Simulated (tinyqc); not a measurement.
Competing polymorphs of an oxide film: bulk, surface, grain-boundary, dopant and field terms: one step, computed by the program tinyqc. Command: `OMP_NUM_THREADS=1 python tinyqc.py 3029357 3029358 out.jsonl polymorph walk`. One thread of a shared host (Intel(R) Xeon(R) Processor @ 2.30GHz), about 0.01 s of CPU time with the checks.

Phases: monoclinic m (reference), polar orthorhombic o, tetragonal t. Free energies per formula unit (f.u.); 1 J/m^2 x angstrom^3/nm = 6.241509 meV.

Question. Free energies of the grain. Area per volume: A = 2/h + f_b/R (two free faces; the side wall 2/R is shared by two grains and carries f_b gamma); G = b + gamma Omega A.

Inputs (values chosen for the exercise, for a model oxide):

| quantity | value | unit |
|---|---|---|
| surface energy of m | 3.12 | J/m^2 |
| surface energy of o | 2.75 | J/m^2 |
| surface energy of t | 2.48 | J/m^2 |
| grain-boundary energy over surface energy | 0.49 | - |
| volume per formula unit Omega | 35.1 | angstrom^3 |
| film thickness h | 27 | nm |
| grain radius R | 15 | nm |
| temperature T | 500 | K |

Geometry: columnar grains in a film.

b (meV/f.u.): m 0.000, o 42.634, t 51.230

Give: area per volume A; G less G(m); G(o) - G(m); G(t) - G(o).

Answer.

area per volume A = 0.10674 1/nm

G less G(m) (meV/f.u.): m 0.000, o 33.982, t 36.264

G(o) - G(m) = 33.982 meV/f.u.

G(t) - G(o) = 2.2822 meV/f.u.

The lowest phase is m, by 34.0 meV/f.u. over o, as in the bulk terms. Caution: this is an equilibrium ranking; real films often keep the phase that nucleates first on cooling from t.
